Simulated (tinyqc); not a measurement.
Changing the Born charge Z*: single-oscillator infrared dielectric function of a polar cubic crystal. Computed by tinyqc, a small Python program. Command: `OMP_NUM_THREADS=1 python tinyqc.py 3009578 3009579 out.jsonl infrared sweep`. One thread of a shared host (Intel(R) Xeon(R) Processor @ 2.30GHz), about 0.01 s of CPU time with the checks.

One ion pair, charges +Z* and -Z*, in a cell of volume Omega = a^3/4. Frequencies omega are given as wavenumbers (1/cm); eps_s is the static dielectric constant.

Inputs (values chosen for the exercise, modelled on gallium phosphide):
```
quantity                    value      unit
lattice constant a          5.451  angstrom
mass M_A                    69.72         u
mass M_B                    30.97         u
omega_TO                      359      1/cm
eps_inf                      8.83         -
phonon damping gamma            2      1/cm
probe frequency / omega_TO   1.32         -
```

Structure: zinc blende. Free carriers: absent.

Constants: nu for 1 eV/(angstrom^2 u) = 15.6333042 THz; 1 THz = 33.35640952 1/cm; e^2/(4 pi eps_0) = 14.39964548 eV angstrom.

Method:
- mu = M_A M_B/(M_A + M_B); ionic plasma term W^2 = 4 pi Z*^2 (e^2/(4 pi eps_0))/(Omega mu) in eV/(angstrom^2 u), turned into 1/cm by W = 15.6333042 x 33.35640952 x sqrt(W^2); omega_LO^2 = omega_TO^2 + W^2/eps_inf; eps_s = eps_inf + W^2/omega_TO^2; Szigeti charge 3 Z*/(eps_inf + 2); longitudinal (Callen) charge Z*/eps_inf.
- eps(omega) = eps_inf + W^2/(omega_TO^2 - omega^2 - i gamma omega); n + i k = sqrt(eps) with k >= 0; R = |(n + i k - 1)/(n + i k + 1)|^2 at normal incidence from vacuum.
- omega is the probe ratio times omega_TO. Intensity decays over 1/(4 pi omega k); the loss function is Im(-1/eps).

One run for each value:
```
Born charge Z* (e)  omega_LO (1/cm)  eps_s  Szigeti charge (e)  reflectivity R
0.59                          362.1   8.98              0.1634          0.2420
1.40                          376.1   9.69              0.3878          0.2203
1.90                          389.9  10.42              0.5263          0.1957
2.30                          403.5  11.16              0.6371          0.1677
2.70                          419.1  12.04              0.7479          0.1295
3.10                          436.5  13.06              0.8587          0.0776
3.50                          455.5  14.22              0.9695          0.0130
```

Give the missing row, Born charge Z* (e) = 1.00.

Computed row:
```
Born charge Z* (e)  omega_LO (1/cm)  eps_s  Szigeti charge (e)  reflectivity R
1.00                          367.8   9.27              0.2770          0.2335
```

Interpolating between the two neighbouring rows (the first column on a logarithmic scale, the others too where they are positive) misses most in reflectivity R, by 2.1 %. Over the rows, omega_LO (1/cm) rises from 362 to 456 (exponent d ln y / d ln x 0.030 between the first rows and 0.35 between the last); eps_s rises from 8.98 to 14.2 (exponent d ln y / d ln x 0.060 between the first rows and 0.70 between the last); Szigeti charge (e) rises from 0.163 to 0.970 (exponent d ln y / d ln x about 1.00 throughout). The exponent of Szigeti charge stays at 1: it is proportional to Z*. The charge enters as Z*^2: eps_s - eps_inf grows by a factor 35.2 = (3.5/0.59)^2, and omega_LO^2 - omega_TO^2 by the same factor, while omega_TO is held fixed.
